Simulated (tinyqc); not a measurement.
# Thickness of the second layer from the transmission

Question. A two-layer stack carries the voltage V: F1 = V/(t1 + t2 eps1/eps2), F2 = F1 eps1/eps2; U = phi1 - F1 x in layer 1 and phi2 - F1 t1 - F2 (x - t1) in layer 2. T = exp(-S) at E = 0, C = hbar^2/(2 m0). Each layer adds (2/F) sqrt(m/C) [G(u at its left edge) - G(u at its right edge)] to S, with u = U - E (0 where negative) and G(u) = (2/3) u^1.5. Find t2, known to lie between 0.3 and 6 nm, and F1.

Inputs (values chosen for the exercise):
```
symbol,value,unit,meaning
phi1,3.02,eV,barrier of layer 1 above the emitter Fermi level at zero bias
m1,0.5,m0,tunnelling mass of layer 1
t1,1,nm,thickness of layer 1
eps1,3.8,,relative permittivity of layer 1
phi2,1.57,eV,barrier of layer 2 at zero bias
m2,0.21,m0,tunnelling mass of layer 2
eps2,22.8,,relative permittivity of layer 2
V,0.9,V,voltage across the dielectric
```

Constants: q = 1.602176634e-19 C, hbar = 1.054571817e-34 J s, m0 = 9.1093837015e-31 kg, hbar^2/(2 m0) = 0.0380998212 eV nm^2. Results are converted to the units shown.

T at E = 0 = 3.0171652e-11

Solution. Over that range S rises steadily with t2, so S = -ln T has one root, found by bisection.

t2 = 2.900 nm
F1 = 6.067 MV/cm

tinyqc, about 0.04 s, one thread, Intel Xeon 2.30GHz (shared host): `OMP_NUM_THREADS=1 python tinyqc.py 2540051 2540052 out.jsonl`
